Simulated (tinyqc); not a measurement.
Empirical pseudopotential in a few plane waves, step by step. One step of it, computed by the program tinyqc.

Task: Bloch Hamiltonian at k. Basis: the 15 shortest G (labels in 2 pi/a), the same at every k. H(G,G') = c |k + G|^2 delta + VS(|G-G'|^2) cos((G-G').tau) + i VA sin((G-G').tau), tau = a/8 (1,1,1); 1 Ry = 13.605693 eV.

Parameters chosen for this model: fcc lattice, atoms at +/- a/8 (1,1,1); form factors in rydberg at |G|^2 in units of (2 pi/a)^2:
```
parameter,value,unit
a,6.230000,angstrom
VS(3),-0.256000,Ry
VS(8),-0.008000,Ry
VS(11),0.082000,Ry
VA(3),0,Ry
VA(4),0,Ry
VA(11),0,Ry
hbar^2/2m (2 pi/a)^2,3.875311,eV
```

k point k (2 pi / a): 0.010000  0.040000  0.500000

Give: H(k) at k.

Result:

H(k) at k (eV), lower triangle:
```
,+0+0+0,-1-1-1,-1-1+1,-1+1-1,-1+1+1,+1-1-1,+1-1+1,+1+1-1,+1+1+1,-2+0+0,+0-2+0,+0+0-2,+0+0+2,+0+2+0,+2+0+0
+0+0+0,0.975
-1-1-1,2.463,8.339
-1-1+1,-2.463,0.000,16.089
-1+1-1,-2.463,0.000,-0.109,8.959
-1+1+1,-2.463,0.109,0.000,0.000,16.709
+1-1-1,-2.463,0.000,-0.109,-0.109,0.000,8.494
+1-1+1,-2.463,0.109,0.000,0.000,-0.109,0.000,16.244
+1+1-1,-2.463,0.109,0.000,0.000,-0.109,0.000,-0.109,9.114
+1+1+1,2.463,0.000,0.109,0.109,0.000,0.109,0.000,0.000,16.864
-2+0+0,0.000,-2.463,-2.463,-2.463,2.463,0.789,-0.789,-0.789,-0.789,16.322
+0-2+0,0.000,-2.463,-2.463,0.789,-0.789,-2.463,2.463,-0.789,-0.789,-0.109,15.857
+0+0-2,0.000,-2.463,0.789,-2.463,-0.789,-2.463,-0.789,2.463,-0.789,-0.109,-0.109,8.726
+0+0+2,0.000,-0.789,2.463,-0.789,-2.463,-0.789,-2.463,0.789,-2.463,0.109,0.109,0.000,24.227
+0+2+0,0.000,-0.789,-0.789,2.463,-2.463,-0.789,0.789,-2.463,-2.463,0.109,0.000,0.109,-0.109,17.097
+2+0+0,0.000,-0.789,-0.789,-0.789,0.789,2.463,-2.463,-2.463,-2.463,0.000,0.109,0.109,-0.109,-0.109,16.632
```
